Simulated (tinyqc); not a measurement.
# Delta-doped HEMT, charge control: effects of single changes

A two-dimensional electron gas of density ns under a barrier. EF and the subbands are counted from the conduction-band edge of the channel at the interface. Two subbands of a triangular well with an infinite wall, parabolic band, no carriers in the barrier.

Parameters, values chosen for the exercise; material values close to those of AlGaAs on InGaAs:
```
symbol   value   unit                                                  meaning
T          300      K                                              temperature
d           18     nm                   barrier thickness from gate to channel
ds         3.4     nm                       undoped spacer next to the channel
me      0.0576     m0                             electron mass in the channel
ec        13.1                            relative permittivity of the channel
ebr       12.1                            relative permittivity of the barrier
phiB     0.982     eV                               barrier height of the gate
dEc      0.321     eV                                   conduction-band offset
ND      1.7e12  cm^-2  sheet density of the donor plane at ds from the channel
eta        0.6                  share of ns that counts in the confining field
Nb      6.2e10  cm^-2                           depletion charge of the buffer
```

Constants: q = 1.602176634e-19 C, kB = 1.380649e-23 J/K, hbar = 1.054571817e-34 J s, m0 = 9.1093837015e-31 kg, Vt = kB T/q, eps0 = 8.8541878128e-14 F/cm where lengths are in cm, hbar^2/(2 m0) = 0.0380998212 eV nm^2. Results are converted to the units shown.

Each table varies one quantity; the others keep the values above.

## Effect of the gate voltage

Fully depleted barrier with eb = ebr: Vp = q ND (d - ds)/(eps0 eb); donors per area ND; Voff = phiB - dEc - Vp. F = q (eta ns + Nb)/(eps0 ec) in eV/nm; E_k = a_k (C F^2/me)^(1/3), a_0 = 2.338107, a_1 = 4.087949, C = hbar^2/(2 m0); D = me m0 q/(pi hbar^2); ns = D Vt [ln(1 + exp((EF - E_0)/Vt)) + ln(1 + exp((EF - E_1)/Vt))], which gives EF = E_0 + Vt ln{2 s/[(1 + u) + sqrt((1 + u)^2 + 4 u s)]} with s = exp(ns/(D Vt)) - 1, u = exp((E_0 - E_1)/Vt). Charge control: ns + Nb = eps0 eb (Vg - Voff - EF)/(q d). Gate capacitance C = q dns/dVg = eps0 eb/(d + dd), dd = (eps0 eb/q) dEF/dns.

The same in every row: Voff (V) = 0.2898.

Effect of the gate voltage:
```
Vg (V),ns (cm^-2),EF (eV),EF - E_0 (eV),second subband (%),dd (nm),C (uF/cm^2),EF/dEc
0.14,7.639e8,-0.1667,-0.1852,36.95,2274,0.004675,-0.5194
0.22,1.363e10,-0.09018,-0.1101,36.02,137.2,0.06901,-0.2809
0.31,1.047e11,-0.02471,-0.05401,30.68,25.06,0.2488,-0.07698
0.39,2.531e11,0.01537,-0.02657,24.82,14.02,0.3345,0.04787
0.47,4.319e11,0.04722,-0.007775,20.21,10.38,0.3775,0.1471
0.56,6.522e11,0.07791,0.008704,16.50,8.482,0.4046,0.2427
0.64,8.582e11,0.1025,0.02118,14.16,7.531,0.4196,0.3192
0.72,1.071e12,0.1253,0.03248,12.45,6.911,0.4301,0.3904
0.81,1.315e12,0.1496,0.04431,11.06,6.432,0.4385,0.4661
0.89,1.535e12,0.1703,0.05433,10.16,6.123,0.4441,0.5305
```

Read the table: what changes, and by how much?

As Vg goes from 0.14 to 0.89, ns rises from 7.64e8 to 1.54e12 cm^-2, EF rises from -0.167 to 0.170 eV and C rises from 0.00467 to 0.444 uF/cm^2. In the last row C is 74.6 % of eps0 eb/d. The line through the last two rows reaches ns = 0 at Vg = 0.333 V, above Voff = 0.290 V since part of the gate voltage goes into raising EF and into the buffer charge. The second subband holds over 20 % for Vg = 0.14, 0.22, 0.31, 0.39, 0.47, where the higher subbands left out would add electrons. For Vg = 0.89 the band minimum in the barrier comes within 3 Vt of EF or below it, so the barrier is no longer depleted and takes electrons that the model puts in the channel.

## Effect of the share of ns that counts in the confining field

Same model as above.

In this table Vg = 0.57 V.

The same in every row: Voff (V) = 0.28983.

Results:
```
eta,ns (cm^-2),EF (eV),EF - E_0 (eV),second subband (%),dd (nm),C (uF/cm^2),EF/dEc
0.4,7.2287e11,0.068901,0.010528,21.061,6.9528,0.42935,0.21465
0.5,6.9881e11,0.075378,0.010504,18.393,7.6707,0.41735,0.23482
0.6,6.7755e11,0.081098,0.010350,16.161,8.3365,0.40679,0.25264
0.8,6.4122e11,0.090879,0.0097846,12.675,9.5554,0.38880,0.28311
0.9,6.2540e11,0.095137,0.0094167,11.304,10.123,0.38096,0.29638
1,6.1082e11,0.099063,0.0090117,10.124,10.669,0.37370,0.30861
```

Estimate the missing row, eta = 0.7.

Computed row:
```
eta,ns (cm^-2),EF (eV),EF - E_0 (eV),second subband (%),dd (nm),C (uF/cm^2),EF/dEc
0.7,6.5850e11,0.086227,0.010102,14.277,8.9620,0.39736,0.26862
```

With this row back in the table: As eta goes from 0.4 to 1, ns falls from 7.23e11 to 6.11e11 cm^-2, EF rises from 0.0689 to 0.0991 eV and C falls from 0.429 to 0.374 uF/cm^2. Voff stays at 0.290 V. The second subband holds over 20 % for eta = 0.4, where the higher subbands left out would add electrons.

Program tinyqc, `OMP_NUM_THREADS=1 python tinyqc.py 2180079 2180080 out.jsonl`; Intel Xeon 2.30GHz, shared host, one thread, about 0.01 s.
